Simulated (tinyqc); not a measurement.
Binary melting diagram from solution models of liquid and solid: one step, computed by the program tinyqc.

x is the fraction of B. In a phase with interaction L: mu_A = G_A + R T ln(1 - x) + L x^2, mu_B = G_B + R T ln x + L (1 - x)^2. Melting: G(liquid) - G(solid) = H (1 - T/T_m) for each pure component.

Problem. Tie line by Newton steps. Equal potentials: F_A = dG_A + R T ln[(1 - xl)/(1 - xs)] + L_L xl^2 - L_S xs^2 = 0, F_B = dG_B + R T ln(xl/xs) + L_L (1 - xl)^2 - L_S (1 - xs)^2 = 0. Newton steps from the ideal values with the exact Jacobian, halved if x would leave (0, 1); stop below 1e-12, residuals under 1e-7 shown as 0.

Inputs (values chosen for the exercise, for a model alloy):
```
quantity                value    unit
melting point T_A        1850       K
melting point T_B        1025       K
heat of melting H_A      47.4  kJ/mol
heat of melting H_B      27.6  kJ/mol
liquid interaction L_L     -2  kJ/mol
solid interaction L_S     4.4  kJ/mol
```

Diagram: complete solid solution (lens).

T = 1173.5 K

Constants: R = 8.314462618 J/(mol K).

Give: Iteration; liquidus xl; solidus xs.

Solution.

Iteration:
```
step      xl      xs  F_A (kJ/mol)  F_B (kJ/mol)
1     0.9359  0.6212    -3.450e+00    -6.395e-01
2     0.9034  0.5415    -7.852e-01     5.189e-02
3     0.8955  0.5389    -3.110e-02    -4.179e-04
4     0.8951  0.5385    -6.165e-05     2.299e-07
5     0.8951  0.5385             0             0
6     0.8951  0.5385             0             0
```

liquidus xl = 0.8951

solidus xs = 0.5385
